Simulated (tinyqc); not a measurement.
Inside a calculation. Method: Pariser-Parr-Pople SCF with singles CI, for the molecule C=Cc1ccc(C=C)[nH]1 (SMILES; centres numbered as the heavy atoms are written). One step of it, computed by the program tinyqc.

Task: Iteration 2: orbitals and new P. Diagonalise F (the basis is taken as orthonormal) and form P = 2 sum c c over the lowest orbitals; 0.3 of the old P is kept.

F (eV):
```
           1C         2C         3C         4C         5C         6C         7C         8C
1C  -7.884542  -4.724165   0.156761   0.340818  -0.099102  -0.238322  -0.018797   0.118993
2C  -4.724165  -7.781306  -3.435300  -0.032532   0.096990   0.075015  -0.025977  -0.024470
3C   0.156761  -3.435300  -8.460209  -4.003625   0.221799   0.592912   0.060776  -0.221052
4C   0.340818  -0.032532  -4.003625  -7.601522  -4.115891   0.212024   0.087206  -0.099896
5C  -0.099102   0.096990   0.221799  -4.115891  -7.589828  -4.002925  -0.010065   0.410710
6C  -0.238322   0.075015   0.592912   0.212024  -4.002925  -8.440423  -3.427845   0.141488
7C  -0.018797  -0.025977   0.060776   0.087206  -0.010065  -3.427845  -7.832209  -4.727591
8C   0.118993  -0.024470  -0.221052  -0.099896   0.410710   0.141488  -4.727591  -7.578271
9N   0.353424   0.031407  -3.846663   0.519372   0.505657  -3.858313   0.052665   0.292979

            9N
1C    0.353424
2C    0.031407
3C   -3.846663
4C    0.519372
5C    0.505657
6C   -3.858313
7C    0.052665
8C    0.292979
9N  -13.468286
```

pi electrons, sum of z_r less the charge = 10

P after iteration 1:
```
           1C         2C         3C         4C         5C         6C         7C         8C
1C   1.070883   0.908071  -0.083294  -0.243727   0.083486   0.188201   0.017744  -0.133407
2C   0.908071   0.989664   0.406633   0.017605  -0.067672  -0.052338   0.022837   0.025296
3C  -0.083294   0.406633   1.118863   0.627845  -0.112938  -0.301885  -0.042407   0.186233
4C  -0.243727   0.017605   0.627845   1.087495   0.671280  -0.107954  -0.060849   0.078896
5C   0.083486  -0.067672  -0.112938   0.671280   1.088442   0.627445   0.005447  -0.246745
6C   0.188201  -0.052338  -0.301885  -0.107954   0.627445   1.114513   0.403815  -0.075191
7C   0.017744   0.022837  -0.042407  -0.060849   0.005447   0.403815   1.024690   0.909333
8C  -0.133407   0.025296   0.186233   0.078896  -0.246745  -0.075191   0.909333   1.022428
9N  -0.194359  -0.015402   0.513179  -0.238202  -0.231903   0.517166  -0.025831  -0.194674

           9N
1C  -0.194359
2C  -0.015402
3C   0.513179
4C  -0.238202
5C  -0.231903
6C   0.517166
7C  -0.025831
8C  -0.194674
9N   1.483021
```

Give: orbital energies; P after iteration 2.

Result:

orbital energies (eV): -17.6141  -14.1620  -13.1422  -12.4341  -10.5981  -4.2920  -2.8371  -1.0000  -0.5569

P after iteration 2:
```
         1C       2C       3C       4C       5C       6C       7C       8C
1C   1.0546   0.9147  -0.0676  -0.2518   0.0629   0.1976   0.0148  -0.1322
2C   0.9147   0.9922   0.3936   0.0191  -0.0595  -0.0464   0.0227   0.0211
3C  -0.0676   0.3936   1.1037   0.6542  -0.0930  -0.3334  -0.0375   0.1950
4C  -0.2518   0.0191   0.6542   1.0698   0.6549  -0.0879  -0.0505   0.0581
5C   0.0629  -0.0595  -0.0930   0.6549   1.0712   0.6533   0.0074  -0.2567
6C   0.1976  -0.0464  -0.3334  -0.0879   0.6533   1.0983   0.3912  -0.0582
7C   0.0148   0.0227  -0.0375  -0.0505   0.0074   0.3912   1.0248   0.9161
8C  -0.1322   0.0211   0.1950   0.0581  -0.2567  -0.0582   0.9161   1.0087
9N  -0.1708  -0.0275   0.4861  -0.2390  -0.2315   0.4906  -0.0388  -0.1695

         9N
1C  -0.1708
2C  -0.0275
3C   0.4861
4C  -0.2390
5C  -0.2315
6C   0.4906
7C  -0.0388
8C  -0.1695
9N   1.5766
```
